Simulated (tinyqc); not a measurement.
Weibull analysis of times to dielectric breakdown, with area scaling: two steps of the calculation.

Breakdown times follow F(t) = 1 - exp(-(t/t63)^beta). The 7 times below were drawn at random from beta = 2.1, t63 = 1900 s and are treated as data; all samples failed.

Inputs (values chosen for the exercise): characteristic time of a test capacitor t63 = 1900 s; Weibull slope beta = 2.1.

Question 1. Straight-line fit. W = ln(-ln(1 - F)) is the Weibull ordinate of each ranked failure. Least squares of W on ln t: beta = sum (x - mean x)(W - mean W)/sum (x - mean x)^2 with x = ln t, and ln t63 = mean x - mean W/beta.

```
i           W       ln t
1  -2.3088801  6.8916259
2  -1.3431819  7.4616404
3  -0.7898398  7.4787348
4  -0.3665129  7.7186855
5   0.0081946  7.7706452
6   0.3858417  7.8240460
7   0.8578795  7.8477625
```

Give: beta; t63.

Answer 1.

beta = 3.023
t63 = 2295 s

beta is 44 % above the value that made the data and t63 21 % above it.

Question 2. Likelihood estimate of beta. Maximum likelihood: a(beta) = 1/beta with a = sum t^beta ln t/sum t^beta - mean ln t. Newton step: beta(new) = beta - [a - 1/beta]/[v + 1/beta^2], v the variance of ln t under the weights t^beta.

t, i 1 to 7 (s): 984  1740  1770  2250  2370  2500  2560
beta after iteration 1 = 4.2405629

Find: beta after iteration 2.

Answer 2.

beta after iteration 2 = 4.8925

Program tinyqc, `OMP_NUM_THREADS=1 python tinyqc.py 2070168 2070169 out.jsonl`; Intel Xeon 2.30GHz, shared host, one thread, about 0.01 s.
